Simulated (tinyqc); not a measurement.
# Thin-film transistor with exponential tail and deep states, accumulation layer: effect of the characteristic temperature of the tail

An undoped film in accumulation, thicker than the space-charge layer. With band bending psi the Fermi level lies E0 - psi below the band edge. Free electrons n = n0 exp(psi/Vt) carry the current; electrons in two exponential distributions of traps, a = a0 exp(psi/Va) and d = d0 exp(psi/Vp), do not. Linear regime, ohmic contacts, traps in equilibrium.

Va = kB Tt/q, Vp = kB Td/q; n0 = Nc exp(-E0/Vt), a0 = Nt th(T/Tt) exp(-E0/Va), d0 = Nd th(T/Td) exp(-E0/Vp), th(x) = pi x/sin(pi x). G(psi) = sum over the three kinds of c0 [V (exp(psi/V) - 1) - psi], field F = sqrt(2 q G/(eps0 eps_r)); Vg = psi + eps0 eps_r F/Ci at the surface. Total charge Q = Ci (Vg - psi_s); free charge Qf = q times the integral of n0 (exp(psi/Vt) - 1)/F over psi from 0 to psi_s; I = (W/L) mb Qf Vd; effective mobility mb Qf/Q.

Parameters, values chosen for the exercise; values close to those of an organic semiconductor:
- T = 300 K (temperature)
- eps_r = 3.2 (relative permittivity of the semiconductor)
- Nc = 1.2e20 cm^-3 (density of extended states)
- mb = 2.3 cm^2/(V s) (band mobility)
- Nt = 1.1e20 cm^-3 (total density of tail states)
- Nd = 3.3e17 cm^-3 (total density of deep states)
- Td = 1210 K (characteristic temperature of the deep states)
- E0 = 0.59 eV (bulk Fermi level below the band edge)
- Ci = 35 nF/cm^2 (gate capacitance)
- WL = 2 (ratio W/L)
- Vd = 0.1 V (drain voltage)
- Vg = 9.6 V (gate voltage above flat band)

Constants: q = 1.602176634e-19 C, kB = 1.380649e-23 J/K, Vt = kB T/q, eps0 = 8.8541878128e-14 F/cm where lengths are in cm. Results are converted to the units shown.

Effect of the characteristic temperature of the tail:

| Tt (K) | E0 - psi_s (eV) | Q (nC/cm^2) | free share (%) | effective mobility (cm^2/(V s)) | I (nA) |
|---|---|---|---|---|---|
| 380 | 0.08777 | 318.4 | 7.635 | 0.1756 | 11.18 |
| 420 | 0.08820 | 318.4 | 7.136 | 0.1641 | 10.45 |
| 460 | 0.09109 | 318.5 | 6.110 | 0.1405 | 8.953 |
| 500 | 0.09538 | 318.7 | 4.985 | 0.1147 | 7.308 |
| 540 | 0.1006 | 318.9 | 3.937 | 0.09054 | 5.774 |
| 580 | 0.1067 | 319.1 | 3.033 | 0.06976 | 4.452 |
| 620 | 0.1133 | 319.3 | 2.291 | 0.05270 | 3.366 |
| 660 | 0.1204 | 319.6 | 1.703 | 0.03916 | 2.503 |

As Tt goes from 380 to 660 K, the free share falls from 7.64 to 1.70 %, the distance of the Fermi level from the edge rises from 0.0878 to 0.120 eV and the current falls from 11.2 to 2.50 nA. Q varies by only 0.36 %: the gate sets the charge, the traps decide how much of it moves. For Tt = 380 to 500 K the th form, which assumes a Fermi level far below the edge, overcounts the filled tail at the surface by more than 15 %.

Numbers from tinyqc (`OMP_NUM_THREADS=1 python tinyqc.py 2610143 2610144 out.jsonl`; about 0.02 s on one thread of a shared Intel Xeon 2.30GHz).
